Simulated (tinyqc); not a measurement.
Changing the heavy mass M: three-phonon processes in a diatomic chain: dispersion, energy and momentum conservation, and decay channels of optical phonons. Computed by tinyqc, a small Python program. Command: `OMP_NUM_THREADS=1 python tinyqc.py 3120359 3120360 out.jsonl threeph sweep`. One thread of a shared host (Intel(R) Xeon(R) Processor @ 2.30GHz), about 0.01 s of CPU time with the checks.

Cell length a, two atoms, one spring constant. x = q a/pi runs from -1 to 1; A and O are the acoustic and optical branches. Matrix elements are not computed: only conservation laws and occupation factors are followed.

Inputs (values chosen for the exercise, for a model chain): light mass m = 12 u; spring constant k = 9.6 eV/angstrom^2.

Constants: nu for 1 eV/(angstrom^2 u) = 15.6333042 THz.

Method. omega^2 = k (1/m + 1/M) -/+ k sqrt((1/m + 1/M)^2 - 4 sin^2(pi x/2)/(m M)); nu = 15.6333042 THz x sqrt(omega^2) for eV/(angstrom^2 u). Acoustic top sqrt(2 k/M), optical bottom sqrt(2 k/m), optical top sqrt(2 k (1/m + 1/M)).

One run for each value:

| heavy mass M (u) | optical top over twice the acoustic top | optical bottom over twice the acoustic top | optical width over acoustic top | acoustic top (THz) |
|---|---|---|---|---|
| 12.6 | 0.716 | 0.512 | 0.4071 | 19.30 |
| 15.6 | 0.758 | 0.570 | 0.3764 | 17.34 |
| 19.2 | 0.806 | 0.632 | 0.3475 | 15.63 |
| 24.0 | 0.866 | 0.707 | 0.3178 | 13.98 |
| 30.0 | 0.935 | 0.791 | 0.2897 | 12.51 |
| 34.8 | 0.987 | 0.851 | 0.2719 | 11.61 |
| 42.0 | 1.061 | 0.935 | 0.2505 | 10.57 |
| 54.0 | 1.173 | 1.061 | 0.2239 | 9.32 |
| 72.0 | 1.323 | 1.225 | 0.1963 | 8.07 |

What does the table show?

Over the rows, optical top over twice the acoustic top rises from 0.716 to 1.32 (exponent d ln y / d ln x 0.27 between the first rows and 0.42 between the last); optical bottom over twice the acoustic top rises from 0.512 to 1.22 (exponent d ln y / d ln x about 0.50 throughout); optical width over acoustic top falls from 0.407 to 0.196 (exponent d ln y / d ln x -0.37 between the first rows and -0.46 between the last).
